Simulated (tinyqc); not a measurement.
## Inverter chain driving a load

N inverters, each f = Hc^(1/N) times larger than the one before: delay tau N (f + pp). Switched capacitance in units of the first input, with output capacitance pp times the input: Hc + (1 + pp)(Hc - 1)/(f - 1).

Parameters, values chosen for the exercise: load over the input capacitance of the chain Hc = 1500; parasitic delay of an inverter pp = 0; delay unit tau = 6.6 ps.

Inverter chain driving a load:
```
N	f	delay (ps)	switched capacitance
4	6.223	164.3	1787
5	4.317	142.5	1952
6	3.383	134.0	2129
7	2.843	131.3	2313
8	2.495	131.7	2503
9	2.254	133.9	2696
10	2.078	137.1	2891
11	1.944	141.1	3088
```

What does the comparison show?

The delay goes from 164 through a minimum of 131 (at N = 7 among the rows listed) to 141 ps. The best stage effort solves pp + rho (1 - ln rho) = 0, rho = 2.72, which gives N = ln Hc/ln rho = 7.31. One stage fewer than the best costs 2.0 % in delay and saves 8.0 % of the switched capacitance.

Program tinyqc, `OMP_NUM_THREADS=1 python tinyqc.py 2082195 2082196 out.jsonl`; Intel Xeon 2.30GHz, shared host, one thread, about 0.01 s.
